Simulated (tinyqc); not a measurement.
From 1s binding energy back to effective mass m: effective-mass impurity with a central-cell term, in a basis of Slater functions. Computed by tinyqc, a small Python program. Command: `OMP_NUM_THREADS=1 python tinyqc.py 3008623 3008624 out.jsonl centralcell inv`. One thread of a shared host (Intel(R) Xeon(R) Processor @ 2.30GHz), about 0.03 s of CPU time with the checks.

The envelope obeys H = -nabla^2 - (2/r) [Z + A exp(-kappa r)] in effective units, with kappa = a*/lambda; positive A deepens the well near the core.

Inputs (values chosen for the exercise, for a model semiconductor):
```
quantity,value,unit
dielectric constant eps,7.22,-
charge Z of the core,2,-
central-cell strength A,-0.87,-
central-cell range lambda,2.2,angstrom
```

Impurity: donor, one isotropic band.

Constants: Ry = 13.605693123 eV; a_0 = 0.529177210903 angstrom.

Method:
- Units: Ry* = Ry m/eps^2 and a* = a_0 eps/m, with m in m_0.
- kappa = a*/lambda; the hydrogenic ground state is bound by Z^2 Ry*.
- For s functions exp(-zeta r), with s = zeta_i + zeta_j: S = 2/s^3, T = zeta_i zeta_j S, V = -2 Z/s^2, W = -2 A/(s + kappa)^2; each function is normalised by dividing by sqrt(S_ii S_jj).
- Large basis: zeta_i = 0.06 x 1.6^(i-1), i = 1..22, same formulas; for p functions r exp(-zeta r): S = 24/s^5, T = zeta_i zeta_j S (centrifugal term included), V = -12 Z/s^4, W = -12 A/(s + kappa)^4; overlap eigenvalues below 1e-11 are dropped.
- Binding energies are -E Ry*; the effective quantum number is nu = Z/sqrt(-E); |psi(0)|^2 is given relative to the hydrogenic Z^3/(pi a*^3).

Question. A run gave the result below. Find the effective mass m, known to lie between 0.36 and 0.81 m_0.

1s binding energy = 365.4814 meV

Answer.

Each step takes the trial c = (a f_b - b f_a)/(f_b - f_a), f being the result less the target and a, b, c the logarithms of the listed values; c replaces end b, the old b replaces a if the sign of f changed, and otherwise f_a is halved.

Scan of the range:
```
effective mass m (m_0),1s binding energy (meV)
0.360,320.942
0.412,358.626
0.472,400.230
0.540,445.272
0.618,494.569
0.708,548.785
0.810,607.336
```

False position (Illinois rule, in the logarithm of the input) inside the bracket:
```
step,end a,end b,trial,1s binding energy (meV)
1,0.412000,0.472000,0.421334,365.224
2,0.472000,0.421334,0.421686,365.472
3,0.472000,0.421686,0.421713,365.490
4,0.421686,0.421713,0.421700,365.481
```

1s binding energy rises at every point of a 13-point scan of the range (every second point is shown), so one value fits; it is bracketed by 0.412 and 0.472. Answer: effective mass m = 0.4217 m_0.

Caution: the effective Bohr radius is only a few bond lengths, so the envelope approximation is rough.
